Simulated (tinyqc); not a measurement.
Permittivity and interlayer from two capacitances.

Problem. A two-layer stack has Cox = eps0/(t1/e1 + t2/e2) and EOT = 3.9 eps0/Cox. Find e2, the EOT of layer 1 and, with e1 given, t1.

Values chosen for this exercise:
```
symbol,value,unit,meaning
e1,3.84,,relative permittivity of layer 1
```

Constants: eps0 = 8.8541878128e-14 F/cm where lengths are in cm. Results are converted to the units shown.

Cox at t2 = 2.4 and 7 nm (uF/cm^2): 2.5589923  1.5812281

Answer. EOT is linear in t2 with slope 3.9/e2, and its intercept is the EOT of layer 1.

e2 = 21.50
EOT of layer 1 = 0.9141 nm
t1 = 0.9000 nm

Program tinyqc, `OMP_NUM_THREADS=1 python tinyqc.py 2010105 2010106 out.jsonl`; Intel Xeon 2.30GHz, shared host, one thread, about 0.01 s.
